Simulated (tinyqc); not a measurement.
On-chip power grid, static voltage drop by conjugate gradients: one step of the calculation.

A grid of 3 rows and 3 columns, node k = 3 row + column. Neighbours in a row are joined by Rx, in a column by Ry; pad nodes, which reach the supply through Rp: 0. Each node draws I0, node 2 draws kh I0. The drops u = Vdd - V solve G u = i, with G the conductance matrix (1/Rp added on the diagonal at pad nodes).

Task. Worst drop, pad currents and power lost. Pad current u/Rp; worst drop as a share of Vdd; power lost in the grid and pads sum_k i_k u_k; power delivered sum_k i_k (Vdd - u_k).

Parameters, values chosen for the exercise: supply voltage Vdd = 0.65 V; resistance from a pad node to the supply Rp = 0.1 ohm; load current of an ordinary node I0 = 8.2 mA; factor on the load at the hot node kh = 1.

converged u (mV):
```
           col 0      col 1      col 2
row 0   7.380000  12.834165  15.436514
row 1  29.543483  29.955822  30.271374
row 2  38.907196  38.944692  38.978792
```

Give: worst drop; share of Vdd; pad currents; power lost; power delivered.

Result.

worst drop = 38.979 mV
share of Vdd = 5.9967 %
pad currents (mA): node 0 73.800
power lost = 1.9865 mW
power delivered = 45.984 mW

The pad currents add up to the total load, 73.80 mA. The worst drop is at node 8.

Numbers from tinyqc (`OMP_NUM_THREADS=1 python tinyqc.py 2770189 2770190 out.jsonl`; about 0.3 s on one thread of a shared Intel Xeon 2.30GHz).
